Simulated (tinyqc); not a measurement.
Off-state leakage of single and stacked transistors: one step of the calculation.

n-channel devices of unit width. Subthreshold current I(Vg, Vs, Vd) = I0 (T/300 K)^0.5 exp[(Vg - Vs - VT(T) - gb (Vs - Vb) + dd (Vd - Vs))/(nf Vt)] (1 - exp(-(Vd - Vs)/Vt)), VT(T) = VT - cT (T - 300 K). Gate-edge tunnelling Ig (Vd/1 V) exp(ag (Vd - 1 V)), for a gate at 0 V, and band-to-band leakage Ab u exp(-Bb/u), u = Vd - Vb + 1 V, flow at a drain held at V; both are taken as independent of T. In a stack of off transistors (all gates at 0 V) the same subthreshold current passes through each.

Task. Leakage of one transistor. Vg = Vs = 0, Vd = V; effective threshold VT(T) - gb Vb - dd V.

Inputs (values chosen for the exercise); values of the order met in bulk silicon logic transistors:
- T = 300 K (temperature)
- V = 1.1 V (supply voltage)
- VT = 0.45 V (threshold at 300 K, zero drain and body bias)
- cT = 0.6 mV/K (fall of the threshold with temperature)
- I0 = 0.25 uA/um (current at threshold at 300 K)
- nf = 1.48 (slope factor)
- dd = 0.05 (drain-induced lowering per volt)
- gb = 0.16 (rise of the threshold per volt of source-body bias)
- Ig = 0.0001 uA/um (gate-edge tunnelling current at 1 V)
- ag = 5.6 1/V (exponential slope of the gate current)
- Ab = 1 uA/(um V) (prefactor of band-to-band leakage at the drain)
- Bb = 22 V (its exponential voltage)
- Vb = 0 V (body voltage)

Constants: q = 1.602176634e-19 C, kB = 1.380649e-23 J/K, Vt = kB T/q. Results are converted to the units shown.

Wanted: effective threshold; parts; total; shares.

Result.

effective threshold = 0.3950 V
parts (nA/um): subthreshold 0.008210, gate edge 0.1926, band-to-band 0.05922
total = 0.2600 nA/um
shares (%): subthreshold 3.158, gate edge 74.07, band-to-band 22.78

The gate edge part is the largest.

Numbers from tinyqc (`OMP_NUM_THREADS=1 python tinyqc.py 2242086 2242087 out.jsonl`; about 0.03 s on one thread of a shared Intel Xeon 2.30GHz).
